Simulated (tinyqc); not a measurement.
# Capacitance measurement on a leaky thin oxide: effects of series resistance and leakage: what changes with what

The device is a capacitance C in parallel with a leakage conductance G, in series with Rs and Ls. An impedance meter reports either a parallel pair (Cp, Gp) from Y = 1/Z = Gp + i w Cp or a series pair (Cs, Rm) from Z = Rm + 1/(i w Cs); w = 2 pi f, dissipation D = Gp/(w |Cp|).

Inputs (values chosen for the exercise); values of the order met in thin-oxide MOS capacitors: relative permittivity of the gate insulator (close to silicon dioxide) eox = 3.9; insulator thickness tox = 1.5 nm; gate area A = 10000 um^2; oxide-equivalent thickness added by the accumulation layer zc = 0.48 nm; oxide-equivalent thickness added by gate depletion zp = 0 nm; gate leakage current density, not matched to the thickness Jg = 0.049 A/cm^2; voltage for an e-fold rise of the leakage Vs = 0.37 V; series resistance Rs = 62 ohm; series inductance Ls = 61 nH; measuring frequency f = 10000 Hz.

Constants: eps0 = 8.8541878128e-14 F/cm where lengths are in cm. Results are converted to the units shown.

Each table varies one quantity; the others keep the values above.

## Readings against frequency

EOT = 3.9 tox/eox; CET = EOT + zc + zp; C = 3.9 eps0 A/CET; G = Jg A/Vs. Z = Rs + i w Ls + 1/(G + i w C); CET read from Cp = 3.9 eps0 A/Cp; errors under 0.001 % are printed as 0.

The same in every row: C (pF) = 174.4.

Results:
```
f (Hz)	Cp (pF)	Cs (pF)	D	error of Cp (%)	error of Cs (%)	CET read from Cp (nm)
1000	174.1	2.565e4	12.10	-0.164	1.46e4	1.983
10000	174.1	429.1	1.210	-0.164	146	1.983
30000	174.1	202.7	0.4052	-0.164	16.2	1.983
1e5	174.1	176.9	0.1277	-0.168	1.46	1.983
3e5	174.0	174.7	0.06070	-0.202	0.166	1.984
1e6	173.4	174.5	0.08007	-0.581	0.0566	1.992
3e6	167.8	175.1	0.2086	-3.81	0.381	2.058
1e7	121.0	182.0	0.7104	-30.6	4.38	2.854
3e7	23.88	280.4	3.277	-86.3	60.8	14.46
```

Estimate the missing row, f = 3000 Hz.

Computed row:
```
f (Hz)	Cp (pF)	Cs (pF)	D	error of Cp (%)	error of Cs (%)	CET read from Cp (nm)
3000	174.1	3005	4.032	-0.164	1620	1.983
```

With this row back in the table: D goes from 12.1 through a minimum of 0.0607 (at f = 3e5 Hz among the rows listed) to 3.28; without inductance its minimum lies at f = sqrt(G (1 + G Rs)/Rs)/(2 pi C) = 4.22e5 Hz. The error of Cp goes from -0.164 to -86.3 % and that of Cs from 14600 to 60.8 %; at low frequency Cp tends to C/(1 + G Rs)^2 and Cs grows as 1 + (G/(w C))^2. One of the two readings is within 2 % of C for f = 1000, 3000, 10000, 30000, 1e5, 3e5, 1e6, 3e6 Hz. At the highest frequencies Ls raises both readings, by about w^2 Ls C in relative terms. For f = 1000, 3000, 10000, 3e7 D exceeds 1, where the accuracy of real meters degrades in proportion to sqrt(1 + D^2).

## Effect of the gate leakage current density, not matched to the thickness

Same model as above.

The same in every row: C (pF) = 174.4.

Results:
```
Jg (A/cm^2)	Cp (pF)	Cs (pF)	D	error of Cp (%)	error of Cs (%)	CET read from Cp (nm)
1e-5	174.4	174.4	9.260e-4	0	0	1.980
0.001	174.4	174.5	0.02534	-3.39e-3	0.0608	1.980
0.02	174.3	216.8	0.4941	-0.0670	24.3	1.981
0.2	173.2	4418	4.950	-0.667	2430	1.993
2	163.3	4.246e5	50.99	-6.39	2.43e5	2.115
30	75.46	9.773e7	1138	-56.7	5.60e7	4.576
```

Estimate the missing row, Jg = 0.0001 A/cm^2.

Computed row:
```
Jg (A/cm^2)	Cp (pF)	Cs (pF)	D	error of Cp (%)	error of Cs (%)	CET read from Cp (nm)
0.0001	174.4	174.4	0.003146	0	0	1.980
```

With this row back in the table: As Jg goes from 1e-5 to 30, the error of Cp goes from 0 to -56.7 %, that of Cs from 0 to 5.60e7 %, and D rises from 9.26e-4 to 1140. The CET read from Cp goes from 1.98 to 4.58 nm against the true 1.98 nm. For Jg = 0.2, 2, 30 D exceeds 1, where the accuracy of real meters degrades in proportion to sqrt(1 + D^2).

Program tinyqc, `OMP_NUM_THREADS=1 python tinyqc.py 2022120 2022121 out.jsonl`; Intel Xeon 2.30GHz, shared host, one thread, about 0.01 s.
